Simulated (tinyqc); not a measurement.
Implant damage, amorphisation by cascade overlap, and solid-phase epitaxial regrowth: one step, computed by the program tinyqc. Command: `OMP_NUM_THREADS=1 python tinyqc.py 3113034 3113035 out.jsonl sper walk`. One thread of a shared host (Intel(R) Xeon(R) Processor @ 2.30GHz), about 0.01 s of CPU time with the checks.

Range and width of the damage are inputs. Dynamic annealing enters only through the surviving share f.

Question. The amorphous layer. Displaced share x(z) = f nu Q exp(-(z - R_d)^2/(2 s_d^2))/(sqrt(2 pi) s_d N); the layer is amorphous where x > x_c, between R_d -/+ s_d sqrt(2 ln(x_max/x_c)), the upper edge being cut at the surface. Threshold dose Q_c = Q x_c/x_max.

Inputs (values chosen for the exercise, modelled on indium ions in germanium):
```
quantity                           value    unit
atomic density N                    44.2  1/nm^3
depth of the damage peak R_d          28      nm
width of the damage profile s_d       19      nm
share of defects that survive f     0.69       -
critical displaced share x_c        0.12       -
dose Q                           2.3e+14  1/cm^2
```

displacements per ion nu = 1713.199

Give: peak displaced share x_max; threshold dose Q_c; upper edge; lower edge.

Answer.

peak displaced share x_max = 1.292

threshold dose Q_c = 2.137e+13 1/cm^2

upper edge = 0 nm

lower edge = 69.42 nm

The layer reaches the surface. Caution: x above 1 counts atoms displaced more than once.
